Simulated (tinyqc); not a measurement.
Two coupled magnetic layers: synthetic antiferromagnet, spin flop, exchange bias and magnetoresistance: one step, computed by the program tinyqc.

Moments lie in the plane at the angles p1, p2 from the field. Energy per area: E = J1 cos(p1 - p2) + J2 cos^2(p1 - p2) - B M_s (t1 cos p1 + t2 cos p2) + K (t1 sin^2 p1 + t2 sin^2 p2).

Problem. Limit of the antiparallel state. With p1 = 0, p2 = 180 degrees and c2 = J1 - 2 J2 the Hessian is [[c2 + t1 (2K + b), -c2], [-c2, c2 + t2 (2K - b)]], b = B M_s; its determinant vanishes at the positive root of t1 t2 b^2 - c2 (t1 - t2) b - [2K c2 (t1 + t2) + 4 K^2 t1 t2] = 0.

Inputs (values chosen for the exercise, for a model stack):
```
quantity                       value    unit
saturation magnetisation M_s    1130    kA/m
thickness t1                     2.9      nm
thickness t2                     2.9      nm
antiferromagnetic coupling J1   0.18  mJ/m^2
biquadratic coupling J2            0  mJ/m^2
in-plane anisotropy K           0.63  kJ/m^3
```

Field direction: along the easy axis.

Give: stability limit B_sf of the antiparallel state.

Solution.

stability limit B_sf of the antiparallel state = 11.12 mT
